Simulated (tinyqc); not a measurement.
Worked calculation: temperature and isotope dependence of a band gap in oscillator models. Values are carried at full precision from step to step, so a last printed digit may differ when a step is redone from the rounded ones.

E(T) = E0 - sum_i sl_i th_i n_i(T), n = 1/(exp(th/T) - 1). The same coupling lowers the gap at 0 K by the zero-point term ZP = sum_i sl_i th_i/2, so the gap of the static lattice is E0 + ZP. Thermal expansion is taken as part of the slopes.

Parameters, chosen for this exercise (near those of InAs; shifted at random, so the results belong to these values and not to a real crystal):
```
symbol  value             unit   meaning
E0      0.415             eV     gap at 0 K
th      (58, 205)         K      temperatures of two oscillators
sl      (0.0881, 0.1789)  meV/K  their high-temperature slopes
T       200               K      temperature
M       95.09             u      mean atomic mass
dM      -0.61             u      change of the mean mass (not bounded by the natural isotopes)
T12     (70, 170)         K      temperatures of the fits
```

## The gap at T

Give the occupations, the two terms, the gap, ZP and the static gap.

n_i: 2.97241  0.55957

terms (meV): 15.188  20.522

E(T) = 0.3793 eV
ZP = 20.89 meV
static gap = 0.4359 eV

The thermal fall, 35.7 meV, is larger than the zero-point term, 20.9 meV; the soft oscillator supplies 43 % of the fall but 12 % of ZP. A calculation with clamped ions should be compared with the static gap.

## Slope and asymptote

dE/dT = -sum sl_i (th_i/T)^2 n_i (1 + n_i). At high T, n -> T/th - 1/2, so E -> E0 + ZP - (sum sl_i) T. Give the slope, its ratio to the limit, and the value at 0 K of the tangent drawn at T.

dE/dT = -0.2515 meV/K
ratio to the limiting slope = 0.9420
intercept of the tangent = 0.4296 eV
intercept - E0 = 14.59 meV

The tangent recovers 70 % of ZP: the extrapolation works only from T well above the higher oscillator (205 K).

## Isotope effect

With M -> M + dM the oscillator temperatures scale as M^(-1/2) and the slopes stay. Give th, ZP, E0 (static gap fixed) and E(T) for the new mass, and the linear rule dE0 = ZP dM/(2 M).

th (K): 58.19  205.66

ZP = 20.959 meV
shift of E0 = -0.067 meV
linear rule = -0.067 meV
shift of E(T) = -0.020 meV

The lighter crystal has the narrower gap. At 200 K 30 % of the shift at 0 K is left; it fades at high T, where the motion is classical and the mean-square amplitude no longer depends on mass.

## Two common fits

Two-parameter forms are made to pass through the falls at the two temperatures T12: Varshni aV T^2/(T + bV), from the line T^2/fall = (T + bV)/aV; one oscillator s1 t1/(exp(t1/T) - 1), with t1 from the ratio of the falls.

Give the falls and the parameters.

falls (meV): 6.0328  28.2419

aV = 0.4738 meV/K
bV = 315 K
t1 = 129.1 K
s1 = 0.2487 meV/K
ZP of the one-oscillator fit = 16.1 meV

The limiting slope of the model is 0.2670 meV/K; Varshni puts it +77 % off and one oscillator -7 %. The ZP of the fit differs from the true one by -4.8 meV.

## Checks

- Slope by finite differences against the formula (meV/K): both 0.25151.
- Fall at 20 times the higher oscillator temperature against the asymptote (meV): 1074.0 against 1073.8.

(tinyqc, `OMP_NUM_THREADS=1 python tinyqc.py 1880462 1880463 out.jsonl`, Intel(R) Xeon(R) Processor @ 2.30GHz, 1 thread, shared host, about 0.01 s.)
